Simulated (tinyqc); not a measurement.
Worked calculation: coupled-perturbed Hartree-Fock on RHF in the 3-21g basis, for H3+, spin multiplicity 1. Computed by tinyqc, a small Python program that keeps every step (integrals from PySCF). Settings: charge = 1, multiplicity = 1, basis = 3-21g, method = RHF, energy threshold = 1e-10, iteration cap = 66, orthogonalisation = canonical, start = atomic densities, DIIS depth = 6. Command: `OMP_NUM_THREADS=1 python tinyqc.py 25940 25941 out.jsonl` (the two numbers bound the seeds that draw the settings). One thread of a shared host (Intel(R) Xeon(R) Processor @ 2.60GHz), about 0.1 s of CPU time with the checks. The early iterations of the SCF are left out here.

## One-electron integrals

Geometry (angstrom):
```
atom       x       y       z
H     0.0000  0.0000  0.0000
H     0.0000  0.0000  1.0520
H     0.0000  1.0020  0.5260
```

Basis 3-21g: exponents (1/bohr^2) and contraction coefficients of normalised primitives:
```
element  l (shell)  exponent  coefficient
H            s (1)    5.4472       0.1563
H            s (1)    0.8245       0.9047
H            s (2)    0.1832       1.0000
```

Overlap, kinetic and nuclear-attraction integrals over the contracted functions; the nuclear repulsion is the sum of Za Zb / Rab.

nuclear repulsion = 1.438234 hartree

overlap S, order 1H 1s, 1H 2s, 2H 1s, 2H 2s, 3H 1s, 3H 2s:
$$\begin{pmatrix}
1.0000 & 0.6459 & 0.1697 & 0.3553 & 0.1301 & 0.3235 \\
0.6459 & 1.0000 & 0.3553 & 0.6963 & 0.3235 & 0.6578 \\
0.1697 & 0.3553 & 1.0000 & 0.6459 & 0.1301 & 0.3235 \\
0.3553 & 0.6963 & 0.6459 & 1.0000 & 0.3235 & 0.6578 \\
0.1301 & 0.3235 & 0.1301 & 0.3235 & 1.0000 & 0.6459 \\
0.3235 & 0.6578 & 0.3235 & 0.6578 & 0.6459 & 1.0000
\end{pmatrix}$$

kinetic energy T (hartree), order 1H 1s, 1H 2s, 2H 1s, 2H 2s, 3H 1s, 3H 2s:
$$\begin{pmatrix}
1.5494 & 0.2932 & -0.0348 & 0.0969 & -0.0546 & 0.0790 \\
0.2932 & 0.2748 & 0.0969 & 0.1452 & 0.0790 & 0.1303 \\
-0.0348 & 0.0969 & 1.5494 & 0.2932 & -0.0546 & 0.0790 \\
0.0969 & 0.1452 & 0.2932 & 0.2748 & 0.0790 & 0.1303 \\
-0.0546 & 0.0790 & -0.0546 & 0.0790 & 1.5494 & 0.2932 \\
0.0790 & 0.1303 & 0.0790 & 0.1303 & 0.2932 & 0.2748
\end{pmatrix}$$

nuclear attraction V (hartree), order 1H 1s, 1H 2s, 2H 1s, 2H 2s, 3H 1s, 3H 2s:
$$\begin{pmatrix}
-2.6914 & -1.4074 & -0.4174 & -0.8006 & -0.3111 & -0.7269 \\
-1.4074 & -1.5776 & -0.8006 & -1.1769 & -0.7179 & -1.1112 \\
-0.4174 & -0.8006 & -2.6914 & -1.4074 & -0.3111 & -0.7269 \\
-0.8006 & -1.1769 & -1.4074 & -1.5776 & -0.7179 & -1.1112 \\
-0.3111 & -0.7179 & -0.3111 & -0.7179 & -2.6561 & -1.3853 \\
-0.7269 & -1.1112 & -0.7269 & -1.1112 & -1.3853 & -1.5554
\end{pmatrix}$$

core Hamiltonian H = T + V (hartree), order 1H 1s, 1H 2s, 2H 1s, 2H 2s, 3H 1s, 3H 2s:
$$\begin{pmatrix}
-1.1420 & -1.1143 & -0.4523 & -0.7037 & -0.3657 & -0.6479 \\
-1.1143 & -1.3028 & -0.7037 & -1.0318 & -0.6390 & -0.9809 \\
-0.4523 & -0.7037 & -1.1420 & -1.1143 & -0.3657 & -0.6479 \\
-0.7037 & -1.0318 & -1.1143 & -1.3028 & -0.6390 & -0.9809 \\
-0.3657 & -0.6390 & -0.3657 & -0.6390 & -1.1066 & -1.0922 \\
-0.6479 & -0.9809 & -0.6479 & -0.9809 & -1.0922 & -1.2806
\end{pmatrix}$$

## Two-electron integrals

Functions are numbered as in S; the eight-fold symmetry (ij|kl) = (ji|kl) = (kl|ij) leaves the list below.

Two-electron integrals (ij|kl) in chemists' order, unique and non-zero (hartree):
```
(11|11) 1.1401   (21|11) 0.6114   (21|21) 0.3452   (22|11) 0.6264
(22|21) 0.3803   (22|22) 0.4830   (31|11) 0.1407   (31|21) 0.0822
(31|22) 0.0955   (31|31) 0.0296   (32|11) 0.2039   (32|21) 0.1267
(32|22) 0.1674   (32|31) 0.0501   (32|32) 0.1038   (33|11) 0.4992
(33|21) 0.3178   (33|22) 0.4432   (33|31) 0.1407   (33|32) 0.3265
(33|33) 1.1401   (41|11) 0.3265   (41|21) 0.1855   (41|22) 0.2068
(41|31) 0.0501   (41|32) 0.0792   (41|33) 0.2039   (41|41) 0.1038
(42|11) 0.3956   (42|21) 0.2428   (42|22) 0.3170   (42|31) 0.0731
(42|32) 0.1401   (42|33) 0.3956   (42|41) 0.1401   (42|42) 0.2341
(43|11) 0.3178   (43|21) 0.2010   (43|22) 0.2785   (43|31) 0.0822
(43|32) 0.1855   (43|33) 0.6114   (43|41) 0.1267   (43|42) 0.2428
(43|43) 0.3452   (44|11) 0.4432   (44|21) 0.2785   (44|22) 0.3879
(44|31) 0.0955   (44|32) 0.2068   (44|33) 0.6264   (44|41) 0.1674
(44|42) 0.3170   (44|43) 0.3803   (44|44) 0.4830   (51|11) 0.1039
(51|21) 0.0613   (51|22) 0.0722   (51|31) 0.0172   (51|32) 0.0281
(51|33) 0.0720   (51|41) 0.0350   (51|42) 0.0502   (51|43) 0.0453
(51|44) 0.0610   (51|51) 0.0173   (52|11) 0.1756   (52|21) 0.1099
(52|22) 0.1477   (52|31) 0.0322   (52|32) 0.0603   (52|33) 0.1617
(52|41) 0.0636   (52|42) 0.1078   (52|43) 0.1021   (52|44) 0.1408
(52|51) 0.0345   (52|52) 0.0860   (53|11) 0.0720   (53|21) 0.0453
(53|22) 0.0610   (53|31) 0.0172   (53|32) 0.0350   (53|33) 0.1039
(53|41) 0.0281   (53|42) 0.0502   (53|43) 0.0613   (53|44) 0.0722
(53|51) 0.0136   (53|52) 0.0323   (53|53) 0.0173   (54|11) 0.1617
(54|21) 0.1021   (54|22) 0.1408   (54|31) 0.0322   (54|32) 0.0636
(54|33) 0.1756   (54|41) 0.0603   (54|42) 0.1078   (54|43) 0.1099
(54|44) 0.1477   (54|51) 0.0323   (54|52) 0.0843   (54|53) 0.0345
(54|54) 0.0860   (55|11) 0.4656   (55|21) 0.2978   (55|22) 0.4239
(55|31) 0.0882   (55|32) 0.1737   (55|33) 0.4656   (55|41) 0.1737
(55|42) 0.3172   (55|43) 0.2978   (55|44) 0.4239   (55|51) 0.1039
(55|52) 0.2958   (55|53) 0.1039   (55|54) 0.2958   (55|55) 1.1401
(61|11) 0.2958   (61|21) 0.1683   (61|22) 0.1879   (61|31) 0.0426
(61|32) 0.0668   (61|33) 0.1694   (61|41) 0.0923   (61|42) 0.1236
(61|43) 0.1065   (61|44) 0.1448   (61|51) 0.0345   (61|52) 0.0634
(61|53) 0.0259   (61|54) 0.0590   (61|55) 0.1756   (61|61) 0.0860
(62|11) 0.3682   (62|21) 0.2264   (62|22) 0.2968   (62|31) 0.0619
(62|32) 0.1142   (62|33) 0.3106   (62|41) 0.1268   (62|42) 0.2067
(62|43) 0.1942   (62|44) 0.2663   (62|51) 0.0529   (62|52) 0.1198
(62|53) 0.0481   (62|54) 0.1163   (62|55) 0.3682   (62|61) 0.1198
(62|62) 0.2090   (63|11) 0.1694   (63|21) 0.1065   (63|22) 0.1448
(63|31) 0.0426   (63|32) 0.0923   (63|33) 0.2958   (63|41) 0.0668
(63|42) 0.1236   (63|43) 0.1683   (63|44) 0.1879   (63|51) 0.0259
(63|52) 0.0590   (63|53) 0.0345   (63|54) 0.0634   (63|55) 0.1756
(63|61) 0.0577   (63|62) 0.1047   (63|63) 0.0860   (64|11) 0.3106
(64|21) 0.1942   (64|22) 0.2663   (64|31) 0.0619   (64|32) 0.1268
(64|33) 0.3682   (64|41) 0.1142   (64|42) 0.2067   (64|43) 0.2264
(64|44) 0.2968   (64|51) 0.0481   (64|52) 0.1163   (64|53) 0.0529
(64|54) 0.1198   (64|55) 0.3682   (64|61) 0.1047   (64|62) 0.1970
(64|63) 0.1198   (64|64) 0.2090   (65|11) 0.2978   (65|21) 0.1894
(65|22) 0.2673   (65|31) 0.0559   (65|32) 0.1099   (65|33) 0.2978
(65|41) 0.1099   (65|42) 0.1989   (65|43) 0.1894   (65|44) 0.2673
(65|51) 0.0613   (65|52) 0.1683   (65|53) 0.0613   (65|54) 0.1683
(65|55) 0.6114   (65|61) 0.1099   (65|62) 0.2264   (65|63) 0.1099
(65|64) 0.2264   (65|65) 0.3452   (66|11) 0.4239   (66|21) 0.2673
(66|22) 0.3762   (66|31) 0.0768   (66|32) 0.1526   (66|33) 0.4239
(66|41) 0.1526   (66|42) 0.2752   (66|43) 0.2673   (66|44) 0.3762
(66|51) 0.0722   (66|52) 0.1879   (66|53) 0.0722   (66|54) 0.1879
(66|55) 0.6264   (66|61) 0.1477   (66|62) 0.2968   (66|63) 0.1477
(66|64) 0.2968   (66|65) 0.3803   (66|66) 0.4830
```

## Orthogonalisation

S = U s U^T; canonical form X = U s^(-1/2), so that X^T S X = 1. Each column of U has its largest component positive (the first on a tie).

eigenvalues of S: [0.1749, 0.1940, 0.3980, 0.9591, 1.0437, 3.2303]

X, order 1H 1s, 1H 2s, 2H 1s, 2H 2s, 3H 1s, 3H 2s:
$$\begin{pmatrix}
-0.6854 & 0.4005 & 0.7529 & 0.6601 & -0.3606 & 0.1825 \\
1.5458 & -0.8268 & -0.5187 & 0.2927 & -0.1636 & 0.2682 \\
0.6854 & 0.4005 & 0.7529 & -0.6601 & -0.3606 & 0.1825 \\
-1.5458 & -0.8268 & -0.5187 & -0.2927 & -0.1636 & 0.2682 \\
0.0000 & -0.8093 & 0.7685 & 0.0000 & 0.7187 & 0.1749 \\
0.0000 & 1.6766 & -0.5003 & 0.0000 & 0.3578 & 0.2618
\end{pmatrix}$$

## Starting guess

The start is atomic minimal-basis densities projected into this basis (PySCF's MINAO start) and scaled to the electron count of each spin; this density is not idempotent, so its energy is not variational and may lie below the converged one.

D at the start, order 1H 1s, 1H 2s, 2H 1s, 2H 2s, 3H 1s, 3H 2s:
$$\begin{pmatrix}
0.1372 & 0.1899 & -0.0071 & 0.0002 & -0.0074 & 0.0005 \\
0.1899 & 0.2646 & 0.0002 & 0.0151 & 0.0000 & 0.0158 \\
-0.0071 & 0.0002 & 0.1372 & 0.1899 & -0.0074 & 0.0005 \\
0.0002 & 0.0151 & 0.1899 & 0.2646 & 0.0000 & 0.0158 \\
-0.0074 & 0.0000 & -0.0074 & 0.0000 & 0.1370 & 0.1901 \\
0.0005 & 0.0158 & 0.0005 & 0.0158 & 0.1901 & 0.2656
\end{pmatrix}$$

## Iteration 6 (converged): orbitals

converged F (hartree), order 1H 1s, 1H 2s, 2H 1s, 2H 2s, 3H 1s, 3H 2s:
$$\begin{pmatrix}
-0.2411 & -0.6947 & -0.4396 & -0.5532 & -0.3843 & -0.5217 \\
-0.6947 & -0.7288 & -0.5532 & -0.6812 & -0.5121 & -0.6566 \\
-0.4396 & -0.5532 & -0.2411 & -0.6947 & -0.3843 & -0.5217 \\
-0.5532 & -0.6812 & -0.6947 & -0.7288 & -0.5121 & -0.6566 \\
-0.3843 & -0.5121 & -0.3843 & -0.5121 & -0.2196 & -0.6701 \\
-0.5217 & -0.6566 & -0.5217 & -0.6566 & -0.6701 & -0.7057
\end{pmatrix}$$

Diagonalise F' = X^T F X, C = X C', fill 1 alpha and 1 beta electrons from the bottom; D = 2 C_occ C_occ^T. Each column has its largest component positive (the first on a tie).

F' = X^T F X (hartree):
$$\begin{pmatrix}
0.5588 & 0.0000 & 0.0000 & -0.4548 & 0.0000 & 0.0000 \\
0.0000 & 0.5651 & -0.0105 & 0.0000 & -0.4169 & -0.0037 \\
0.0000 & -0.0105 & 0.6597 & 0.0000 & 0.0073 & -0.1589 \\
-0.4548 & 0.0000 & 0.0000 & 0.0555 & 0.0000 & 0.0000 \\
0.0000 & -0.4169 & 0.0073 & 0.0000 & -0.0333 & 0.0077 \\
0.0000 & -0.0037 & -0.1589 & 0.0000 & 0.0077 & -1.0381
\end{pmatrix}$$

orbital energies (hartree): MO1 -1.0529, MO2 -0.2472, MO3 -0.2126, MO4 0.6731, MO5 0.7804, MO6 0.8269

coefficients C, order 1H 1s, 1H 2s, 2H 1s, 2H 2s, 3H 1s, 3H 2s:
$$\begin{pmatrix}
0.2545 & -0.1372 & 0.2205 & 0.7866 & 0.4340 & -0.9256 \\
0.2196 & -0.5209 & 1.0372 & -0.6130 & -0.5965 & 1.1829 \\
0.2545 & -0.1372 & -0.2205 & 0.7866 & 0.4340 & 0.9256 \\
0.2196 & -0.5209 & -1.0372 & -0.6130 & -0.5965 & -1.1829 \\
0.2389 & 0.2704 & 0.0000 & 0.6264 & -1.1270 & 0.0000 \\
0.2131 & 1.0860 & 0.0000 & -0.3680 & 1.3775 & 0.0000
\end{pmatrix}$$

D after iteration 6, order 1H 1s, 1H 2s, 2H 1s, 2H 2s, 3H 1s, 3H 2s:
$$\begin{pmatrix}
0.1295 & 0.1118 & 0.1295 & 0.1118 & 0.1216 & 0.1084 \\
0.1118 & 0.0965 & 0.1118 & 0.0965 & 0.1049 & 0.0936 \\
0.1295 & 0.1118 & 0.1295 & 0.1118 & 0.1216 & 0.1084 \\
0.1118 & 0.0965 & 0.1118 & 0.0965 & 0.1049 & 0.0936 \\
0.1216 & 0.1049 & 0.1216 & 0.1049 & 0.1141 & 0.1018 \\
0.1084 & 0.0936 & 0.1084 & 0.0936 & 0.1018 & 0.0908
\end{pmatrix}$$

## Convergence

Stop when the energy changes by less than 1e-10 hartree and every element of the error matrix X^T (F D S - S D F) X is below 3e-06.

Course of the cycle:
```
iteration  E (hartree)     change  largest element of the error matrix
1            -0.692017          -                             1.76e-01
2            -1.231328  -5.39e-01                             5.59e-02
3            -1.232428  -1.10e-03                             1.38e-03
4            -1.232428  -7.74e-07                             1.21e-04
5            -1.232428  -7.51e-09                             2.63e-07
6            -1.232428  -2.98e-14                             9.54e-09
```

PySCF RHF in the same basis = -1.232428 hartree

Converged in 6 iterations.

## Populations, bond orders and dipole

Mulliken: Z minus the diagonal of D S on the atom; Loewdin: the same with S^(1/2) D S^(1/2); Mayer order: 2 sum_s sum (D(s) S)_ij (D(s) S)_ji over the two atoms.

Charges (e):
```
atom  Mulliken  Loewdin
1H      0.3146   0.3148
2H      0.3146   0.3148
3H      0.3708   0.3705
```

Mayer bond orders:
```
pair   order
2-1   0.4698
3-1   0.4313
3-2   0.4313
```

dipole moment about the origin, x y z (debye): [0.0000, 1.7916, 2.5265]

## Integrals over molecular orbitals

(pq|rs) = sum C_ip C_jq C_kr C_ls (ij|kl), one index at a time.

one-electron integrals over orbitals h = C^T H C (hartree):
$$\begin{pmatrix}
-1.6177 & 0.0095 & 0.0000 & -0.1091 & 0.0039 & 0.0000 \\
0.0095 & -1.0595 & 0.0000 & 0.0209 & 0.1846 & 0.0000 \\
0.0000 & 0.0000 & -1.0258 & 0.0000 & 0.0000 & 0.1907 \\
-0.1091 & 0.0209 & 0.0000 & -0.1993 & -0.0144 & 0.0000 \\
0.0039 & 0.1846 & 0.0000 & -0.0144 & -0.1519 & 0.0000 \\
0.0000 & 0.0000 & 0.1907 & 0.0000 & 0.0000 & -0.1420
\end{pmatrix}$$

Two-electron integrals over orbitals (pq|rs), unique and non-zero (hartree):
```
(11|11) 0.5648     (21|11) -0.0095    (21|21) 0.1093     (22|11) 0.4608
(22|21) 0.0573     (22|22) 0.4612     (31|31) 0.1043     (32|31) -0.0519
(32|32) 0.0387     (33|11) 0.4587     (33|21) -0.0572    (33|22) 0.3656
(33|33) 0.4481     (41|11) 0.1091     (41|21) -0.0092    (41|22) 0.0631
(41|33) 0.0656     (41|41) 0.0648     (42|11) -0.0151    (42|21) 0.0135
(42|22) 2.02e-04   (42|33) -0.0147    (42|41) -0.0116    (42|42) 0.0308
(43|31) 0.0115     (43|32) -0.0071    (43|43) 0.0370     (44|11) 0.4686
(44|21) -0.0250    (44|22) 0.3916     (44|33) 0.4099     (44|41) 0.0765
(44|42) -0.0127    (44|44) 0.4213     (51|11) -0.0039    (51|21) -0.0641
(51|22) -0.0429    (51|33) 0.0291     (51|41) 0.0039     (51|42) -0.0365
(51|44) 0.0086     (51|51) 0.0713     (52|11) -0.1243    (52|21) -0.0397
(52|22) -0.1006    (52|33) -0.0589    (52|41) -0.0580    (52|42) -0.0161
(52|44) -0.0805    (52|51) 0.0495     (52|52) 0.1031     (53|31) 0.0315
(53|32) -0.0124    (53|43) 0.0173     (53|53) 0.0196     (54|11) 0.0091
(54|21) -0.0949    (54|22) -0.0507    (54|33) 0.0510     (54|41) 0.0101
(54|42) -0.0179    (54|44) 0.0244     (54|51) 0.0649     (54|52) 0.0405
(54|54) 0.0960     (55|11) 0.5018     (55|21) 0.0954     (55|22) 0.4942
(55|33) 0.3681     (55|41) 0.0953     (55|42) 0.0179     (55|44) 0.4189
(55|51) -0.0880    (55|52) -0.1653    (55|54) -0.0967    (55|55) 0.6013
(61|31) -0.0666    (61|32) 0.0370     (61|43) -0.0419    (61|53) -0.0335
(61|61) 0.0791     (62|31) 0.0397     (62|32) -0.0173    (62|43) 0.0220
(62|53) 0.0216     (62|61) -0.0427    (62|62) 0.0283     (63|11) -0.1287
(63|21) 0.0409     (63|22) -0.0628    (63|33) -0.0923    (63|41) -0.0675
(63|42) 0.0267     (63|44) -0.0974    (63|51) -0.0341    (63|52) 0.0403
(63|54) -0.0414    (63|55) -0.0725    (63|63) 0.0956     (64|31) -0.1070
(64|32) 0.0562     (64|43) -0.0242    (64|53) -0.0386    (64|61) 0.0844
(64|62) -0.0490    (64|64) 0.1309     (65|31) -0.0607    (65|32) 0.0365
(65|43) -0.0233    (65|53) -0.0228    (65|61) 0.0578     (65|62) -0.0299
(65|64) 0.0764     (65|65) 0.0504     (66|11) 0.5240     (66|21) -0.0830
(66|22) 0.3905     (66|33) 0.4799     (66|41) 0.1181     (66|42) -0.0394
(66|44) 0.4688     (66|51) 0.0579     (66|52) -0.0831    (66|54) 0.0845
(66|55) 0.4041     (66|63) -0.1583    (66|66) 0.5871
```

## Response to a field: uncoupled start

dipole integrals <a|z|i> (bohr), order a2, a3, a4, a5, a6:
$$\begin{pmatrix}
0.0000 \\
-1.0706 \\
0.0000 \\
0.0000 \\
-0.0055
\end{pmatrix}$$

Field along z; U_ai = -mu_ai / (e_a - e_i), alpha = -4 sum U_ai mu_ai.

uncoupled U, order a2, a3, a4, a5, a6:
$$\begin{pmatrix}
0.0000 \\
1.2741 \\
0.0000 \\
0.0000 \\
0.0029
\end{pmatrix}$$

uncoupled polarisability = 5.4564 bohr^3

## Coupled step 1

U_ai = -(mu_ai + sum_bj [4 (ai|bj) - (ab|ij) - (aj|bi)] U_bj) / (e_a - e_i); alpha = -4 sum U_ai mu_ai.

U after step 1, order a2, a3, a4, a5, a6:
$$\begin{pmatrix}
0.0000 \\
1.4954 \\
0.0000 \\
0.0000 \\
0.0516
\end{pmatrix}$$

polarisability = 6.4055 bohr^3

## Coupled step 2

As before.

U after step 2, order a2, a3, a4, a5, a6:
$$\begin{pmatrix}
0.0000 \\
1.5380 \\
0.0000 \\
0.0000 \\
0.0675
\end{pmatrix}$$

polarisability = 6.5880 bohr^3

## Coupled polarisability

Repeat until U stops changing; compare with -d2E/dF2.

Course of the coupled iterations:
```
step  alpha (bohr^3)
0             5.4564
1             6.4055
2             6.5880
3             6.6255
4             6.6334
5             6.6352
6             6.6355
7             6.6356
8             6.6356
9             6.6356
10            6.6356
11            6.6356
12            6.6356
13            6.6356
```

coupled polarisability = 6.6356 bohr^3

finite-field check, fields of +/-0.001 au = 6.6356 bohr^3
